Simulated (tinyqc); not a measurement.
## Electron continuity equation in a given potential, Scharfetter-Gummel discretisation: three discretisations compared

Steady state in one dimension: J = q mu n E + q D dn/dx with E = -dpsi/dx and D = mu Vt, dJ/dx = q (n/tau - G), fixed densities nL and nR at the ends. The potential is given, psi = U x/L - Ub exp(-((x/L - xb)/sb)^2), and is not changed by the electrons.

11 equal intervals. Fluxes J_i = (q D/h)(n_(i+1) P_i - n_i Q_i), d_i = (psi_(i+1) - psi_i)/Vt: Scharfetter-Gummel P = B(d), Q = B(-d), B(d) = d/(exp(d) - 1); central P = 1 - d/2, Q = 1 + d/2; upwind P = 1 + max(-d, 0), Q = 1 + max(d, 0). Balance at each inner node: J_i - J_(i-1) = q h (n_i/tau - G). The reference is Scharfetter-Gummel on 2200 intervals.

Values chosen for this exercise; mobility close to that of silicon at room temperature:
- T = 300 K (temperature)
- mu = 1330 cm^2/(V s) (electron mobility)
- L = 0.47 um (length of the region)
- nL = 3.9e12 cm^-3 (density at x = 0)
- nR = 2e13 cm^-3 (density at x = L)
- tau = 2.4e-11 s (lifetime)
- G = 3.4e22 cm^-3 s^-1 (uniform generation rate)
- U = 0.056 V (potential difference psi(L) - psi(0))
- Ub = 0.089 V (depth of the dip in psi (a barrier for electrons))
- xb = 0.49 (position of the barrier over L)
- sb = 0.09 (width of the barrier over L)

Constants: q = 1.602176634e-19 C, kB = 1.380649e-23 J/K, Vt = kB T/q. Results are converted to the units shown.

Densities (cm^-3):
```
node,Scharfetter-Gummel,central,upwind,reference
0,3.900e12,3.900e12,3.900e12,3.900e12
1,4.270e12,4.440e12,4.261e12,4.288e12
2,4.806e12,5.186e12,4.770e12,4.844e12
3,5.498e12,6.140e12,5.418e12,5.564e12
4,4.043e12,4.680e12,4.147e12,4.122e12
5,3.804e11,-2.511e11,1.247e12,3.966e11
6,6.813e11,-4.544e11,2.174e12,6.635e11
7,6.432e12,6.058e12,7.162e12,6.397e12
8,9.992e12,9.666e12,1.041e13,9.955e12
9,1.245e13,1.222e13,1.282e13,1.242e13
10,1.569e13,1.556e13,1.594e13,1.568e13
11,2.000e13,2.000e13,2.000e13,2.000e13
```

What does the table show?

Largest errors as a share of the largest reference density listed: Scharfetter-Gummel 0.40 %, central 5.6 %, upwind 7.6 %. The largest |d| is 2.31. Central differences give 2 negative value(s), since P or Q changes sign once |d| exceeds 2. Upwinding stays positive but acts as if D were larger by the factor 1 + |d|/2, up to 2.15 here.

Range of the model: The drift velocity mu E exceeds 1e7 cm/s somewhere, where real mobilities no longer stay constant.

Program tinyqc, `OMP_NUM_THREADS=1 python tinyqc.py 2220117 2220118 out.jsonl`; Intel Xeon 2.30GHz, shared host, one thread, about 0.01 s.
